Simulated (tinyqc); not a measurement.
UHF in the 6-31g basis, for H2, spin multiplicity 3, step by step. One step of it, computed by the program tinyqc.

Task: Orthogonalisation. S = U s U^T; symmetric (Loewdin) form X = U s^(-1/2) U^T, so that X^T S X = 1.

overlap S, lower triangle:
```
          1H 1s     1H 2s     2H 1s     2H 2s
1H 1s  1.000000
1H 2s  0.658292  1.000000
2H 1s  0.089359  0.277545  1.000000
2H 2s  0.277545  0.588442  0.658292  1.000000
```

Give: eigenvalues of S; X.

Result:

eigenvalues of S: 0.206  0.370  1.116  2.307

X, lower triangle:
```
        1H 1s   1H 2s   2H 1s  2H 2s
1H 1s   1.254
1H 2s  -0.501   1.472
2H 1s   0.024   0.025   1.254
2H 2s   0.025  -0.448  -0.501  1.472
```
